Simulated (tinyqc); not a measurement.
Inverter chain driving a load.

N inverters, each f = Hc^(1/N) times larger than the one before: delay tau N (f + pp). Switched capacitance in units of the first input, with output capacitance pp times the input: Hc + (1 + pp)(Hc - 1)/(f - 1).

Parameters, values chosen for the exercise:
```
symbol,value,unit,meaning
Hc,62,,load over the input capacitance of the chain
pp,0.6,,parasitic delay of an inverter
tau,4.8,ps,delay unit
```

Inverter chain driving a load:
```
N      f  delay (ps)  switched capacitance
1  62.00       300.5                 63.60
2  7.874       81.35                 76.20
3  3.958       65.63                 95.00
4  2.806       65.40                 116.0
5  2.283       69.19                 138.1
6  1.989       74.58                 160.6
7  1.803       80.75                 183.5
```

What does the comparison show?

The delay goes from 300 through a minimum of 65.4 (at N = 4 among the rows listed) to 80.7 ps. The best stage effort solves pp + rho (1 - ln rho) = 0, rho = 3.27, which gives N = ln Hc/ln rho = 3.49. One stage fewer than the best costs 0.36 % in delay and saves 18 % of the switched capacitance.

Computed by the program tinyqc: `OMP_NUM_THREADS=1 python tinyqc.py 2082203 2082204 out.jsonl`, one thread of a shared Intel Xeon 2.30GHz, about 0.01 s for the whole run.
